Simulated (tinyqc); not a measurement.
## Carrier lifetime of an n-type layer with SRH, radiative, Auger and surface recombination: effect of the donor density at dn = 2e15 cm^-3

Uniform excess density dn = dp (no trapping), n = n0 + dn, p = p0 + dn, Boltzmann statistics, full ionisation. Surfaces enter as a rate 2 S dn/d, which holds while diffusion to them is fast.

ni = sqrt(Nc Nv) exp(-Eg/(2 Vt)), Eg in volts; majority density N/2 + sqrt(N^2/4 + ni^2), n0 p0 = ni^2; n1 = Nc exp(-Et/Vt), p1 = Nv exp((Et - Eg)/Vt); tn0 = 1/(sn vth Nt), tp0 = 1/(sp vth Nt). With e = n p - ni^2 = dn (n0 + p0 + dn): U_SRH = e/(tp0 (n + n1) + tn0 (p + p1)), U_rad = B e, U_Aug = (Cn n + Cp p) e, U_s = 2 S dn/d. Each tau is dn over its rate; tau = dn/U with U the sum. Here dn = 2e15 cm^-3.

Inputs (values chosen for the exercise); band and dielectric values close to those of 4H silicon carbide:

| symbol | value | unit | meaning |
|---|---|---|---|
| T | 300 | K | temperature |
| Eg | 3.2 | eV | band gap |
| Nc | 1.72e19 | cm^-3 | conduction-band density of states at T |
| Nv | 2.48e19 | cm^-3 | valence-band density of states at T |
| B | 1.51e-12 | cm^3/s | radiative coefficient |
| Cn | 1.6e-31 | cm^6/s | Auger coefficient (two electrons) |
| Cp | 1.6e-31 | cm^6/s | Auger coefficient (two holes) |
| Nt | 1.1e13 | cm^-3 | trap density |
| sn | 3e-16 | cm^2 | capture cross-section for electrons |
| sp | 4e-15 | cm^2 | capture cross-section for holes |
| vth | 2.5e7 | cm/s | thermal velocity (both carriers) |
| Et | 2.27 | eV | trap level below the conduction band |
| S | 0 | cm/s | surface recombination velocity (both faces) |
| d | 10 | um | sample thickness |

Constants: q = 1.602176634e-19 C, kB = 1.380649e-23 J/K, Vt = kB T/q. Results are converted to the units shown.

Effect of the donor density at dn = 2e15 cm^-3:

| N (cm^-3) | tau_SRH (s) | tau_rad (s) | tau_Aug (s) | tau (s) | radiative share (%) | largest path |
|---|---|---|---|---|---|---|
| 1e14 | 1.245e-5 | 3.154e-4 | 0.7259 | 1.198e-5 | 3.799 | SRH |
| 4e14 | 1.101e-5 | 2.759e-4 | 0.5919 | 1.059e-5 | 3.837 | SRH |
| 2e15 | 6.970e-6 | 1.656e-4 | 0.2604 | 6.688e-6 | 4.040 | SRH |
| 8e15 | 3.333e-6 | 6.623e-5 | 0.05208 | 3.173e-6 | 4.792 | SRH |
| 3e16 | 1.667e-6 | 2.070e-5 | 0.005744 | 1.542e-6 | 7.451 | SRH |
| 1e17 | 1.147e-6 | 6.493e-6 | 5.892e-4 | 9.730e-7 | 14.99 | SRH |
| 6e17 | 9.494e-7 | 1.100e-6 | 1.719e-5 | 4.949e-7 | 44.99 | SRH |
| 3e18 | 9.172e-7 | 2.206e-7 | 6.931e-7 | 1.415e-7 | 64.15 | radiative |

SRH recombination leads at N = 1e14, radiative from 3e18 on. tau_SRH falls from 1.25e-5 to 9.17e-7 s and the total lifetime falls from 1.20e-5 to 1.42e-7 s. Between the last two rows tau_rad goes as N^(-1.00) and tau_Aug as N^(-2.00).

Program tinyqc, `OMP_NUM_THREADS=1 python tinyqc.py 2300138 2300139 out.jsonl`; Intel Xeon 2.30GHz, shared host, one thread, about 0.01 s.
